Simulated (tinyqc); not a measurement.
On-chip interconnect, size-dependent resistivity and RC delay: one step of the calculation.

A rectangular line between two neighbours and two ground planes. Surface and grain-boundary scattering are added to the bulk resistivity as corrections; capacitances are parallel-plate values without fringing; inductance is ignored.

Task. Resistivity, resistance and capacitance per length. Metal width x = wd - 2 tl, height y = AR wd - tl; grain boundaries (Mayadas-Shatzkes): al = (lam/(gr x)) Rg/(1 - Rg), g = 1/[1 - 3 al/2 + 3 al^2 - 3 al^3 ln(1 + 1/al)] - 1; surfaces (Fuchs-Sondheimer, thick limit): s = (3/8) lam (1 - ps)(1/x + 1/y); rho = rho0 (1 + g + s); r = rho/(x y); c = eps0 ek (2 wd/hd + 2 Mf AR wd/sp).

Inputs (values chosen for the exercise); metal values close to those of copper:
```
symbol,value,unit,meaning
rho0,1.68,uohm cm,bulk resistivity
lam,41,nm,bulk mean free path
ps,0,,specular share of surface scattering
Rg,0.49,,reflection coefficient of grain boundaries
gr,1,,grain size over the metal width
wd,8.6,nm,drawn line width
AR,1.8,,"aspect ratio, height over width"
tl,1.1,nm,"liner on both walls and the bottom, not conducting"
sp,8.6,nm,space to the neighbouring lines
hd,16,nm,dielectric height to the planes above and below
ek,2.2,,relative permittivity of the dielectric
Mf,2,,Miller factor of the neighbours
```

Constants: eps0 = 8.8541878128e-12 F/m. Results are converted to the units shown.

Give: x; y; al; g; s; rho; r; c.

Result.

x = 6.4000 nm
y = 14.380 nm
al = 6.1550
g = 8.2681
s = 3.4715
rho = 21.403 uohm cm
r = 2325.6 ohm/um
c = 0.16119 fF/um

Range of the model: The metal width is under the mean free path, where the thick-limit surface term and the simple sum of corrections lose accuracy.

tinyqc, about 0.01 s, one thread, Intel Xeon 2.30GHz (shared host): `OMP_NUM_THREADS=1 python tinyqc.py 2100166 2100167 out.jsonl`
